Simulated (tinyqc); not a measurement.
Energy against coordination: Gupta-type many-body potential for a metal. Computed by tinyqc, a small Python program. Command: `OMP_NUM_THREADS=1 python tinyqc.py 3001689 3001690 out.jsonl gupta walk`. One thread of a shared host (Intel(R) Xeon(R) Processor @ 2.30GHz), about 0.01 s of CPU time with the checks.

E_i = sum_j A exp(-p (r_ij/r0 - 1)) - xi rho_i^gamma, with rho_i = sum_j exp(-2 q (r_ij/r0 - 1)); gamma = 1/2 is the tight-binding second-moment form. The crystal is fcc unless stated; d is the neighbour distance and a fixed number of shells is kept.

Inputs (values chosen for the exercise, modelled on aluminium):
```
quantity                  value      unit
repulsion A               0.119        eV
hopping xi                 1.32        eV
decay p                    8.56         -
decay q                    2.55         -
reference distance r0     2.864  angstrom
embedding exponent gamma    0.5         -
```

Method. Nearest neighbours only, z equal bonds relaxed to their best length: r/r0 = 1 + ln[A p z^(1 - gamma)/(2 q gamma xi)]/(p - 2 q gamma), E = z A exp(-p (r/r0 - 1)) - xi [z exp(-2 q (r/r0 - 1))]^gamma.

Relaxed bonds:
```
z   r (angstrom)  E per atom (eV)  E/z (eV)
1         2.2944          -1.5389   -1.5389
2         2.4596          -1.8788   -0.9394
3         2.5562          -2.1114   -0.7038
4         2.6247          -2.2937   -0.5734
6         2.7213          -2.5776   -0.4296
8         2.7899          -2.8001   -0.3500
9         2.8179          -2.8967   -0.3219
12        2.8865          -3.1468   -0.2622
```

Bonds lengthen from 2.294 to 2.886 angstrom between z = 1 and 12, and |E| grows as z^0.288, the exponent gamma (p - 2q)/(p - 2 q gamma) = 0.288; pair bonds would give z^1 at a fixed length.

Extremes, crossings and ranges named in words are read from the listed rows.
